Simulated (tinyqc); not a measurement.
Worked calculation: plane-wave Kohn-Sham cycle with exchange-only LDA in a layered model solid. Computed by tinyqc, a small Python program that keeps every step. Settings: points = 16, plane-wave index or count = 2, electrons = 2, k points = 2, area = 23.0, mixing = 1.0, iteration cap = 64. Command: `OMP_NUM_THREADS=1 python tinyqc.py 29910 29911 out.jsonl` (the two numbers bound the seeds that draw the settings). One thread of a shared host (Intel(R) Xeon(R) Processor @ 2.60GHz), about 0.02 s of CPU time with the checks. Later iterations appear only in the table of the cycle.

## Iteration 1: potential

A solid whose potential varies along x alone (atomic units):
```
parameter                      value
period a                   17.600000
cross-section of the cell  23.000000
electrons per cell                 2
grid points                       16
plane waves -n..n, n               2
k points                           2
V1 in V1 cos(2 pi x/a)     -0.770000
```

density at the start, on the grid x_j = j a/N (e/bohr^3): 0.00494071  0.00494071  0.00494071  0.00494071  0.00494071  0.00494071  0.00494071  0.00494071  0.00494071  0.00494071  0.00494071  0.00494071  0.00494071  0.00494071  0.00494071  0.00494071

V_H(G) = 4 pi rho(G)/G^2 for G != 0 (uniform background); v_x = -(3 rho/pi)^(1/3); V = V_ext + V_H + v_x; Fourier components f(G_m) = (1/N) sum_j f(x_j) exp(-i G_m x_j).

Potentials on the grid (hartree):
```
x              V_ext       V_H        v_x          V
0.000000   -0.770000  0.000000  -0.167721  -0.937721
1.100000   -0.711387  0.000000  -0.167721  -0.879108
2.200000   -0.544472  0.000000  -0.167721  -0.712193
3.300000   -0.294666  0.000000  -0.167721  -0.462387
4.400000           0  0.000000  -0.167721  -0.167721
5.500000    0.294666  0.000000  -0.167721   0.126945
6.600000    0.544472  0.000000  -0.167721   0.376751
7.700000    0.711387  0.000000  -0.167721   0.543666
8.800000    0.770000  0.000000  -0.167721   0.602279
9.900000    0.711387  0.000000  -0.167721   0.543666
11.000000   0.544472  0.000000  -0.167721   0.376751
12.100000   0.294666  0.000000  -0.167721   0.126945
13.200000          0  0.000000  -0.167721  -0.167721
14.300000  -0.294666  0.000000  -0.167721  -0.462387
15.400000  -0.544472  0.000000  -0.167721  -0.712193
16.500000  -0.711387  0.000000  -0.167721  -0.879108
```

V(G_m), m = 0, 1, 2, ... (hartree): -0.167721  -0.385000  0.000000  0.000000  0.000000

## Iteration 1: Hamiltonian at one k

k = 0.250000 2 pi / a

H(m,m') = (k + G_m)^2/2 delta + V(G_m - G_m'), with V(-G) = V(G).

H (hartree), lower triangle:
```
           -2         -1         +0         +1        +2
-2   0.027435
-1  -0.385000  -0.131876
+0   0.000000  -0.385000  -0.163738
+1   0.000000   0.000000  -0.385000  -0.068152
+2   0.000000   0.000000   0.000000  -0.385000  0.154883
```

## Iteration 1: levels at that k

Diagonalise the Hermitian matrix.

eigenvalues (hartree): -0.768067  -0.401756  0.002571  0.387687  0.598118

## Iteration 1: new density

Motion across x is left out: the lowest 1 band(s) hold two electrons at each of the k points (j + 1/2)/nk - 1/2. Residual R = rho(out) - rho(in); rho(new) = rho(in) + 1 R. rho(out) = 2/(a A nk) sum |psi|^2 with psi = sum c exp(i G x). Harris energy E = band energy - dV sum rho (V_H/2 + v_x) + (3/4) dV sum rho v_x with rho(in), dV = a A/N, band energy = (2/nk) sum of the filled levels.

rho(out) (e/bohr^3): 0.02126396  0.01726240  0.00888292  0.00246718  0.00020359  0.00002612  0.00002437  0.00000714  0.00003998  0.00000714  0.00002437  0.00002612  0.00020359  0.00246718  0.00888292  0.01726240

density after iteration 1 (e/bohr^3): 0.02126396  0.01726240  0.00888292  0.00246718  0.00020359  0.00002612  0.00002437  0.00000714  0.00003998  0.00000714  0.00002437  0.00002612  0.00020359  0.00246718  0.00888292  0.01726240

energy per cell = -1.45227341 hartree

## Iteration 2: potential

As before.

Potentials on the grid (hartree):
```
x              V_ext        V_H        v_x          V
0.000000   -0.770000   0.987576  -0.272817  -0.055242
1.100000   -0.711387   0.868823  -0.254502  -0.097066
2.200000   -0.544472   0.568456  -0.203943  -0.179959
3.300000   -0.294666   0.205322  -0.133063  -0.222407
4.400000           0  -0.125774  -0.057931  -0.183705
5.500000    0.294666  -0.387439  -0.029218  -0.121990
6.600000    0.544472  -0.574459  -0.028551  -0.058537
7.700000    0.711387  -0.686706  -0.018966   0.005715
8.800000    0.770000  -0.724021  -0.033671   0.012308
9.900000    0.711387  -0.686706  -0.018966   0.005715
11.000000   0.544472  -0.574459  -0.028551  -0.058537
12.100000   0.294666  -0.387439  -0.029218  -0.121990
13.200000          0  -0.125774  -0.057931  -0.183705
14.300000  -0.294666   0.205322  -0.133063  -0.222407
15.400000  -0.544472   0.568456  -0.203943  -0.179959
16.500000  -0.711387   0.868823  -0.254502  -0.097066
```

V(G_m), m = 0, 1, 2, ... (hartree): -0.109927  -0.031627  0.042646  0.013190  0.004166

## Iteration 2: Hamiltonian at one k

k = 0.250000 2 pi / a

As before.

H (hartree), lower triangle:
```
           -2         -1         +0         +1        +2
-2   0.085228
-1  -0.031627  -0.074082
+0   0.042646  -0.031627  -0.105944
+1   0.013190   0.042646  -0.031627  -0.010358
+2   0.004166   0.013190   0.042646  -0.031627  0.212677
```

## Iteration 2: levels at that k

As before.

eigenvalues (hartree): -0.133547  -0.101412  0.016841  0.101430  0.224207

## Iteration 2: new density

As before.

rho(out) (e/bohr^3): 0.00629406  0.00675101  0.00772089  0.00811693  0.00692302  0.00436529  0.00187401  0.00052962  0.00019580  0.00052962  0.00187401  0.00436529  0.00692302  0.00811693  0.00772089  0.00675101

density after iteration 2 (e/bohr^3): 0.00629406  0.00675101  0.00772089  0.00811693  0.00692302  0.00436529  0.00187401  0.00052962  0.00019580  0.00052962  0.00187401  0.00436529  0.00692302  0.00811693  0.00772089  0.00675101

energy per cell = -0.93149589 hartree

## Convergence

Stop when sqrt(dV sum R^2) is below 1e-8, dV = a A/N.

Course of the cycle:
```
iteration  E (hartree)  norm of the residual
1          -1.45227341              1.45e-01
2          -0.93149589              1.28e-01
3          -1.06942564              1.23e-01
4          -0.91836203              1.15e-01
5          -1.02242039              1.13e-01
6          -0.91361264              1.10e-01
7          -1.00710630              1.09e-01
8          -0.91175311              1.08e-01
9          -1.00131634              1.07e-01
10         -0.91099458              1.07e-01
11         -0.99898059              1.07e-01
...                ...                   ...
54         -1.96046085              2.41e-01
55         -1.96046085              2.41e-01
56         -1.96046085              2.41e-01
57         -1.96046085              2.41e-01
58         -1.96046085              2.41e-01
59         -1.96046085              2.41e-01
60         -1.96046085              2.41e-01
61         -1.96046085              2.41e-01
62         -1.96046085              2.41e-01
63         -1.96046085              2.41e-01
64         -1.96046085              2.41e-01
```

Not converged within 64 iterations: the residual has stopped falling. Reruns (cap 100 unless said): mixing 0.1: not converged; mixing 0.5, Kerker q0 1.0: not converged; mixing 0.3, Pulay depth 5: converged in 14 (E = -0.85569); the original settings with a cap of 400: not converged.
